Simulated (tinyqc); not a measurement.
Time-domain thermoreflectance: layered heat flow under a modulated pulse train, and what the signal ratio measures: one step, computed by the program tinyqc.

Pulses repeat at 80 MHz; heat is laid down at the surface, all layers are isotropic.

Task: Length and time scales. Penetration depth sqrt(kappa/(pi f C)); effusivity sqrt(kappa C); cooling time of the metal d C_m/G; Kapitza length kappa/G.

Inputs (values chosen for the exercise, modelled on aluminium on beta-Ga2O3):
```
quantity                                value        unit
metal thickness d                         110          nm
metal heat capacity                      2.42  MJ/(m^3 K)
boundary conductance G under the metal    260  MW/(m^2 K)
substrate conductivity kappa             14.3     W/(m K)
substrate heat capacity C                3.25  MJ/(m^3 K)
modulation frequency f                    9.8         MHz
spot radius w (1/e^2, pump and probe)     6.2  micrometre
```

Stack: metal, substrate.

Give: penetration depth; effusivity; cooling time of the metal; Kapitza length; depth over spot radius.

Result:

penetration depth = 0.3780 micrometre

effusivity = 6817 W s^(1/2)/(m^2 K)

cooling time of the metal = 1024 ps

Kapitza length = 55 nm

depth over spot radius = 0.06097
